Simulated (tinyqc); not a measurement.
What moves the results: three-band (Emery) model of a CuO2 plane downfolded to one band. A value that a table varies takes the place of the one given here.

Electron picture, d at 0 and the oxygen p orbitals at -D; sx = sin(kx a/2), sy = sin(ky a/2). H = [[0, 2 tpd sx, -2 tpd sy], [., -D, -4 tpp sx sy], [., ., -D]], real and symmetric. The top (antibonding) band crosses the Fermi level.

One-band form E = e0 - 2t (cos kx + cos ky) - 4t' cos kx cos ky - 2t'' (cos 2kx + cos 2ky) - 4t''' (cos 2kx cos ky + cos kx cos 2ky), k in 1/a. Each hopping is minus the mean of E cos(m kx) cos(n ky) over a 12 x 12 mesh, k = (j + 1/2) 2 pi/12.

Values chosen for the exercise (out of a larger set: of the size used for cuprate planes; not measured data): D = 1.7 eV (ed - ep); tpd = 1.13 eV (d-p hopping); tpp = 0.5 eV (p-p hopping).

## Ways to reach one band

e0, t, t', t'', t''' (eV): 1.78937  0.40630  -0.01588  0.03920  0.00115

k in pi/a. Second order: 4 tpd^2 (sx^2 + sy^2)/D. Downfolded at a fixed energy: h(E0) = V (E0 - H_pp)^-1 V^T at E0 = the exact level at (1/2,1/2), then linearised, E = E0 + Z (h(E0) - E0), Z = 1/(1 + |(E0 - H_pp)^-1 V^T|^2). Fourier: all four hoppings.

Top band (eV):
```
k           exact  second order  linearised  Fourier
(0,0)      0.0000        0.0000      0.0000   0.0617
(1/2,0)    0.9601        1.5022      0.9020   0.9814
(1,0)      1.5646        3.0045      1.5527   1.5691
(1,1/2)    2.6091        4.5067      2.5154   2.5974
(1,1)      3.3496        6.0089      2.8312   3.3305
(3/4,3/4)  2.9564        5.1290      2.7095   2.9703
(1/2,1/2)  1.9369        3.0045      1.9369   1.9462
(1/4,1/4)  0.7075        0.8800      0.6231   0.6719
```

The band is 3.350 eV wide; second order gives 6.009, a factor 1.79, since 2 tpd/D = 1.33 is not small. It also leaves out tpp, which widens the exact band and so lowers this factor; with 4 tpp above D an oxygen level passes the d level at (1,1), where the expansion has no meaning. Linearising about the Fermi region is exact at (1/2,1/2), off by 11.8 meV at (1,0) and 518 meV at worst, far from E0. The four Fourier hoppings err by at most 62 meV, at (0,0).

## What sets t'/t

tpp is varied; points are in units of pi/a. E(1,0) is the saddle point; the filling is the share of a 40 x 40 mesh, k = (j + 1/2) 2 pi/40, below the saddle energy, times two.

One-band values:
```
tpp (eV)  t (eV)  t' (eV)  t'' (eV)    t'/t  E(1,0) - E(1/2,1/2) (eV)  electrons at the saddle
0.05      0.2945   0.0325    0.0220   0.110                   -0.0329                    0.950
0.20      0.3281   0.0179    0.0275   0.054                   -0.1371                    0.905
0.35      0.3653   0.0018    0.0332   0.005                   -0.2501                    0.845
0.50      0.4063  -0.0159    0.0392  -0.039                   -0.3724                    0.820
0.65      0.4511  -0.0351    0.0455  -0.078                   -0.5043                    0.770
0.80      0.4996  -0.0558    0.0521  -0.112                   -0.6460                    0.730
```

t'/t goes from 0.110 to -0.112. With tpp = 0 the band depends on sx^2 + sy^2 alone and the line through the saddle is a nested square, whatever t' says: terms in (cos kx + cos ky)^2 bring t' and t'' in the ratio two to one, higher powers alter it (first row: 0.0325 and 0.0220 eV), so t' - 2t'', which goes from -0.0115 to -0.1600 eV, measures the rounding. Oxygen hopping lowers the saddle against (1/2,1/2), by 0.646 eV in the last row, so the van Hove filling moves from 0.95 to 0.73 electrons (mesh values, coarse by a few hundredths; the nested square holds exactly 1) and the half-filled Fermi line closes around (1,1).

## What each parameter does

Top band at (1,1), (1,0) and (1/2,1/2) in pi/a, and its d weight at (1/2,1/2). Each row changes one parameter from the base and keeps the others.

Results:
```
case            E(1,1) (eV)  E(1,0) (eV)  E(1/2,1/2) (eV)  d weight
base                 3.3496       1.5646           1.9369    0.5765
D = 1.53 eV          3.4398       1.6210           2.0105    0.5582
tpd = 1.017 eV       3.0304       1.3545           1.7139    0.5848
tpp = 0.45 eV        3.2465       1.5646           1.8951    0.5871
```

The largest shifts from the base row, up to three for each result and ties (the steps differ in size, so this ranks the rows, not the parameters). E(1,1) (eV): tpd -0.3192, tpp -0.1031, D +0.0901. E(1,0) (eV): tpd -0.2101, D +0.0564; unchanged at the printed digits by tpp. E(1/2,1/2) (eV): tpd -0.2230, D +0.0735, tpp -0.0418. d weight: D -0.0183, tpp +0.0106, tpd +0.0083. At (1,0) sy = 0, so tpp does not enter.

(tinyqc, `OMP_NUM_THREADS=1 python tinyqc.py 1480991 1480992 out.jsonl`, Intel(R) Xeon(R) Processor @ 2.30GHz, 1 thread, shared host, about 0.03 s.)
